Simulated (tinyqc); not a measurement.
Interdiffusion in a binary couple: Darken equations, Kirkendall shift and Boltzmann-Matano analysis: one step, computed by the program tinyqc. Command: `OMP_NUM_THREADS=1 python tinyqc.py 3011264 3011265 out.jsonl darken walk`. One thread of a shared host (Intel(R) Xeon(R) Processor @ 2.30GHz), about 0.01 s of CPU time with the checks.

x is the mole fraction of B; the molar volume is constant, and the two halves are long enough to count as infinite.

Task: Boltzmann-Matano diffusivity. D~(x) = area/(2 t slope), with z counted from the original interface (the Matano plane); 1 um^2 = 1e-12 m^2.

Inputs (values chosen for the exercise, for a model alloy A-B): temperature T = 1070 K; time t = 12000 s.

area -int z dx from x_L to the local x = 7.479345 um

slope dx/dz at the local x = 0.002441352 1/um

Give: D~ from the profile.

Result:

D~ from the profile = 1.2765e-13 m^2/s
